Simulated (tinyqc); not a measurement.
Inside a calculation. Method: tight binding, dimerised chain. One step of it, computed by the program tinyqc.

Problem. Bloch Hamiltonian at X. H_AA = +delta, H_BB = -delta, H_AB = -t1 - t2 exp(-i k a).

Parameters chosen for this model:
```
parameter     value                      unit
t1         0.470000       eV, inside the cell
t2         1.900000         eV, between cells
delta      0.080000  eV, +/- on the two sites
```

k point X (2 pi / a): 0.500000

Give: H(k) at X.

Solution.

H(k) at X (eV):
```
        A        B
A  0.0800   1.4300
B  1.4300  -0.0800
```
